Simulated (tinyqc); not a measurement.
What moves the results: band folding and unfolding in a supercell of a chain. A value that a table varies takes the place of the one given here.

A chain with hopping -t and n = 5 sites a supercell. H(K) has v_j on the diagonal, -t between neighbours and -t exp(2 pi i K) on the bond that closes the cell (from the last site to the first of the next cell). The point K holds the n wave vectors k_m = (K + m)/n of the primitive zone, in 2 pi/a, m = 0 to n - 1, with E0 = -2t cos(2 pi k_m). The unfolding weight of a state c on k_m is |sum_j c_j exp(-2 pi i k_m j)|^2/n, j = 0 to n - 1.

Values chosen for the exercise: t = 0.86 eV (hopping); v = (1.31, 0, 0, 0, 0) eV (site energies in the supercell); Kq = 0.15 2 pi/(n a) (wave vector in the small zone).

## Minigaps against first-order theory

Gap i lies between minibands i and i + 1, at K = 1/2 for odd i and K = 0 for even i, where k = +/- i/(2n) are degenerate; first order gives 2|V_i|, the Fourier component V_q = (1/n) sum_j v_j exp(-2 pi i q j/n) for q equal to the number of the gap. Computed for the potential at full and at half strength.

Gaps (eV):

| i | E0 at the crossing | 2\|V_i\| | gap | gap at half strength |
|---|---|---|---|---|
| 1 | -1.3915 | 0.5240 | 0.3659 | 0.2185 |
| 2 | -0.5315 | 0.5240 | 0.4395 | 0.2460 |
| 3 | 0.5315 | 0.5240 | 0.4598 | 0.2568 |
| 4 | 1.3915 | 0.5240 | 0.7150 | 0.3103 |

The largest miss of first order is 191 meV, at i = 4; the potential spans 1.52 t.

## From folded lines to real minibands

The potential is scaled by x. For the lowest level at K: energy, second-order estimate E0(k_0) + x V_0 - x^2 sum_m |V_m|^2/(E0(k_m) - E0(k_0)), weight on k_0, and width of the lowest miniband between K = 0 and 1/2.

Lowest level:

| x | E (eV) | second order (eV) | weight on k_0 | miniband width (eV) |
|---|---|---|---|---|
| 0.00 | -1.6895 | -1.6895 | 1.000 | 0.3285 |
| 0.25 | -1.6336 | -1.6347 | 0.993 | 0.2720 |
| 0.50 | -1.5929 | -1.6014 | 0.977 | 0.2298 |
| 1.00 | -1.5396 | -1.5989 | 0.941 | 0.1730 |
| 1.50 | -1.5074 | -1.6822 | 0.909 | 0.1374 |
| 2.00 | -1.4863 | -1.8511 | 0.884 | 0.1136 |
| 3.00 | -1.4606 | -2.4461 | 0.849 | 0.0839 |
| 4.00 | -1.4457 | -3.3839 | 0.826 | 0.0664 |

Second order is -59.3 meV off at x = 1 and -985 meV at x = 3. The weight on the parent k falls to 0.94 at x = 1 and 0.83 at x = 4, and the miniband narrows from 0.328 to 0.066 eV as the state gathers on the low sites. While the weight stays near one the primitive band is still the right picture and the folded copies carry little spectral weight.

## What each change does

The two lowest levels at K and the weight of the lowest on k_0. Each row changes one parameter from the base and keeps the others.

Results:

| case | level 1 (eV) | level 2 (eV) | weight |
|---|---|---|---|
| base | -1.5396 | -0.6638 | 0.9410 |
| t = 0.946 eV | -1.7020 | -0.7395 | 0.9475 |
| v = (-1.31, 0, 0, 0, 0) eV | -2.1872 | -1.1066 | 0.8081 |
| Kq = 0.425 2 pi/(n a) | -1.4075 | -0.9988 | 0.7191 |

The largest shifts from the base row, up to three for each result and ties (the steps differ in size, so this ranks the rows, not the parameters). level 1 (eV): v -0.6476, t -0.1624, Kq +0.1321. level 2 (eV): v -0.4429, Kq -0.3350, t -0.0757. weight: Kq -0.2219, v -0.1329, t +0.0065.

(tinyqc, `OMP_NUM_THREADS=1 python tinyqc.py 1450851 1450852 out.jsonl`, Intel(R) Xeon(R) Processor @ 2.30GHz, 1 thread, shared host, about 0.01 s.)
